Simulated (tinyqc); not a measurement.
p-n heterojunction, non-linear Poisson equation by Newton steps, Boltzmann statistics: starts and damping rules compared.

One dimension, material 1 (p-type) at x < 0 and material 2 (n-type) at x > 0. Band edges: Ec = -psi in material 1 and -psi + dEc in material 2, Ev = Ec - Eg. Flat quasi-Fermi levels: 0 for holes, +V for electrons. n = Nc F((EFn - Ec)/Vt), p = Nv F((Ev - EFp)/Vt), with F(eta) = exp(eta) (Boltzmann statistics); full ionisation, no interface charge, classical densities; the doping types are chosen for the exercise.

a_i = eps0 eps_r/h_i for the interval from node i to i + 1, with h_i = x_(i+1) - x_i in cm.

n_i = Nc F(a_n), a_n = (V - Ec_i)/Vt; p_i = Nv F(a_p), a_p = (Ec_i - Eg)/Vt; rho_i = p_i - n_i + C_i with C = -N1 or +N2; g_i = (n_i + p_i)/Vt. Box widths w_i = (h_(i-1) + h_i)/2 in cm. Residual F_i = a_i (psi_(i+1) - psi_i) - a_(i-1) (psi_i - psi_(i-1)) + q rho_i w_i; Jacobian: a_(i-1) and a_i beside the diagonal, b_i = -a_(i-1) - a_i - q g_i w_i on it. The two end nodes are fixed.

Iterations until the largest undamped |d| is below 1e-9 V (the last, tiny step is counted), with a cap of 100; "overflow" would mean that an exponential left the range of double precision. Starts:
- neutral: psi_L on the nodes of material 1 and psi_R on those of material 2.
- smooth: psi_L + (psi_R - psi_L)(1 + tanh(x/s))/2 on the inner nodes with s = 34 nm, psi_L and psi_R on the ends.
- linear: A straight line in x from psi_L to psi_R.

Rules for the step d, which solves the tridiagonal system a_(i-1) d_(i-1) + b_i d_i + a_i d_(i+1) = -F_i:
- full Newton steps: the full step is added.
- logarithmic damping: each component d is damped to sign(d) Vt ln(1 + |d|/Vt) before it is added.
- steps capped at 4 Vt: if the largest |d| exceeds 4 Vt, the whole step is scaled down so that it equals 4 Vt.
- halved steps: half of the step is added while the largest |d| exceeds 1.5 Vt, the full step after that.

Parameters, values chosen for the exercise; band and dielectric values close to those of CdS and CdTe: temperature T = 300 K; band gap of material 1 Eg1 = 2.45 eV; relative permittivity of material 1 er1 = 8.99; conduction-band density of states of material 1 Nc1 = 2.18e18 cm^-3; valence-band density of states of material 1 Nv1 = 1.82e19 cm^-3; band gap of material 2 Eg2 = 1.51 eV; relative permittivity of material 2 er2 = 10.1; conduction-band density of states of material 2 Nc2 = 8.15e17 cm^-3; valence-band density of states of material 2 Nv2 = 1.8e19 cm^-3; conduction-band offset Ec2 - Ec1 dEc = 0.1 eV; acceptor density of material 1 N1 = 1.7e18 cm^-3; donor density of material 2 N2 = 1.1e17 cm^-3; bias of side 1 against side 2 V = -1.9 V.

Constants: q = 1.602176634e-19 C, kB = 1.380649e-23 J/K, Vt = kB T/q, eps0 = 8.8541878128e-14 F/cm where lengths are in cm. Results are converted to the units shown.

```
node,x (nm),material
0,-54.7,1
1,-32.2,1
2,-18.6,1
3,-10.4,1
4,-5.38,1
5,-2.37,1
6,-0.55,1
7,0.55,2
8,3.77,2
9,13.2,2
10,40.8,2
11,122,2
12,358,2
```

```
interval,eps_r
0,8.99
1,8.99
2,8.99
3,8.99
4,8.99
5,8.99
6,9.51273
7,10.1
8,10.1
9,10.1
10,10.1
11,10.1
```

psi_L = -2.38871 V
psi_R = 1.94823 V

Iterations needed:
```
,full Newton steps,logarithmic damping,steps capped at 4 Vt,halved steps
neutral,18,44,42,16
smooth,100,23,20,32
linear,45,33,43,33
```

What does the table show?

The fewest iterations, 16, are needed by halved steps from the neutral start. Every pairing converges. Lowest count for the worst start: halved steps, at most 33 iterations.

Program tinyqc, `OMP_NUM_THREADS=1 python tinyqc.py 2040109 2040110 out.jsonl`; Intel Xeon 2.30GHz, shared host, one thread, about 0.1 s.
